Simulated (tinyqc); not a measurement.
# Memristor with linear dopant drift, Joglekar window: one period

A film of thickness D has a doped share x: R = Ron x + Roff (1 - x), i = v/R, dx/dt = k i F with k = mv Ron/D^2 and F = 1 - (2 x - 1)^(2 p). The drive is v = V0 sin(2 pi f t). The model has no threshold and no heating.

Step h = 1/(12 f), from t = j h. With g(t, x) = dx/dt: k1 = g(t, x), k2 = g(t + h/2, x + h k1/2), k3 = g(t + h/2, x + h k2/2), k4 = g(t + h, x + h k3), x(new) = x + h (k1 + 2 k2 + 2 k3 + k4)/6.

The 12 Runge-Kutta steps against a converged integration; i uses the converged x.

Values chosen for this exercise:
```
symbol    value       unit                             meaning
Ron         200        ohm  resistance of the fully doped film
Roff      20000        ohm      resistance of the undoped film
D             8         nm                      film thickness
mv      1.6e-14  m^2/(V s)                     dopant mobility
x0         0.13                           doped share at t = 0
V0          0.8          V                           amplitude
p             5                                window exponent
f             2         Hz                           frequency
```

One period:
```
j,v (V),"x, coarse steps","x, converged",i (uA)
0,0.0000,0.1300,0.1300,0.00
1,0.4000,0.1539,0.1539,23.60
2,0.6928,0.2248,0.2249,44.56
3,0.8000,0.3349,0.3349,59.84
4,0.6928,0.4668,0.4668,64.40
5,0.4000,0.5888,0.5888,47.95
6,0.0000,0.6435,0.6435,0.00
7,-0.4000,0.5888,0.5888,-47.95
8,-0.6928,0.4667,0.4668,-64.40
9,-0.8000,0.3348,0.3349,-59.84
10,-0.6928,0.2248,0.2249,-44.56
11,-0.4000,0.1539,0.1539,-23.60
12,0.0000,0.1300,0.1300,0.00
```

What does the table show?

The current vanishes with the voltage (pinched loop). At the same voltage, j = 2 and 4, it is 44.6 uA on the way up and 64.4 uA on the way down. x peaks at 0.6435 at half period and ends at 0.1300, its starting value: the state is a function of the flux alone. The coarse steps miss by at most 6.3e-5.

Program tinyqc, `OMP_NUM_THREADS=1 python tinyqc.py 2880102 2880103 out.jsonl`; Intel Xeon 2.30GHz, shared host, one thread, about 0.3 s.
